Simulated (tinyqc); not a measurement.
Ellipsometry and reflectance of a transparent film on an absorbing substrate: two steps of the calculation.

Air (index 1), film, substrate with N2 = n2 - i k2; time factor exp(+i w t). q_j = sqrt(N_j^2 - sin^2 th), root with positive real part. Fresnel coefficients r_s = (q_a - q_b)/(q_a + q_b), r_p = (N_b^2 q_a - N_a^2 q_b)/(N_b^2 q_a + N_a^2 q_b). tan(Psi) exp(i Delta) = R_p/R_s, Delta taken from 0 to 360 degrees.

Values chosen for this exercise; indices close to those of aluminium oxide on silicon:
- lam = 632.8 nm (wavelength)
- th = 65 degrees (angle of incidence)
- n1 = 1.672 (index of the transparent film)
- d = 5.4 nm (film thickness)
- n2 = 3.882 (index of the substrate)
- k2 = 0.019 (extinction coefficient of the substrate)

Problem 1. Interface coefficients and thickness period. q0, q1, q2 and the coefficients r01 and r12 for p and s; the results repeat in d with the period lam/(2 q1).

Give: q0; q1; q2; r01,p; r01,s; r12,p; r12,s; period.

Solution 1.

q0 = 0.4226
q1 = 1.405
q2 = 3.775-0.020i
r01,p = -0.08645
r01,s = -0.5375
r12,p = 0.3348-0.0020i
r12,s = -0.4575+0.0020i
period = 225.2 nm

Problem 2. Psi, Delta and reflectances. beta = 2 pi d q1/lam, X = exp(-2 i beta), R = (r01 + r12 X)/(1 + r01 r12 X) for p and s.

q1 = 1.4050588
r01,p = -0.086445735
r01,s = -0.53753508
r12,p = 0.33478961-0.00204763i
r12,s = -0.45749137+0.00204653i

Wanted: beta; X; R_p; R_s; Psi; Delta; |R_p|^2; |R_s|^2.

Solution 2.

beta = 0.07534 rad
X = 0.9887-0.1501i
R_p = 0.2512-0.0550i
R_s = -0.7971+0.0325i
Psi = 17.86 degrees
Delta = 170.0 degrees
|R_p|^2 = 0.06611
|R_s|^2 = 0.6364

The bare substrate gives Psi = 17.76 and Delta = 179.58 degrees.

Program tinyqc, `OMP_NUM_THREADS=1 python tinyqc.py 2870124 2870125 out.jsonl`; Intel Xeon 2.30GHz, shared host, one thread, about 0.01 s.
